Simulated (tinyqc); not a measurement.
Opening the gap, as alloying or pressure does: deep trap from a strong local potential in a two-band host (Koster-Slater model with semi-elliptic bands). Computed by tinyqc, a small Python program. Command: `OMP_NUM_THREADS=1 python tinyqc.py 3006093 3006094 out.jsonl deeptrap walk`. One thread of a shared host (Intel(R) Xeon(R) Processor @ 2.30GHz), about 0.02 s of CPU time with the checks.

The valence band spans -2 W_v to 0 and the conduction band E_g to E_g + 2 W_c. The orbital at the impurity site has weight f_v in the valence band and 1 - f_v in the conduction band, each spread as a semi-ellipse (2/(pi W^2)) sqrt(W^2 - x^2) about the band centre. The impurity adds U to this orbital. Spin is left out.

Inputs (values chosen for the exercise, for a model semiconductor):
```
quantity                                value  unit
gap E_g                                  2.19    eV
half-width of the valence band W_v        5.5    eV
half-width of the conduction band W_c     3.7    eV
valence weight f_v of the site orbital   0.44     -
impurity potential U                     22.5    eV
```

Impurity: repulsive, acceptor-like.

Method:
- In the gap G(E) = f_v (2/W_v^2)[x - sqrt(x^2 - W_v^2)] - (1 - f_v)(2/W_c^2)[y - sqrt(y^2 - W_c^2)], x = E + W_v, y = E_g + W_c - E.
- The trap level solves G(E) = 1/U (bisection). With D = -dG/dE = D_v + D_c, D_v = f_v (2/W_v^2)[x/sqrt(x^2 - W_v^2) - 1] and D_c = (1 - f_v)(2/W_c^2)[y/sqrt(y^2 - W_c^2) - 1], the weight on the impurity orbital is 1/(U^2 D) and the conduction-band character is D_c/D.
- The conduction band is shifted rigidly; widths, weights and U stay.

Against the gap:
```
E_g (eV)  E_t (eV)  depth below E_c (eV)  conduction character
1.09          none                     -                     -
1.42          none                     -                     -
1.75          none                     -                     -
1.97       0.00109                1.9689               0.01792
2.19       0.00805                2.1820               0.04398
2.52       0.02736                2.4926               0.07121
2.85       0.05409                2.7959               0.08971
3.50       0.12041                3.3796               0.11197
```

What does the comparison show, and why?

As the conduction band moves up by 1.530 eV the level follows by 0.119 eV, a mean slope of 0.08; the local slope is the conduction character. A shallow donor would follow with slope 1 and a shallow acceptor with slope 0. For E_g = 1.09, 1.42, 1.75 eV there is no level in the gap: it has merged into a band.
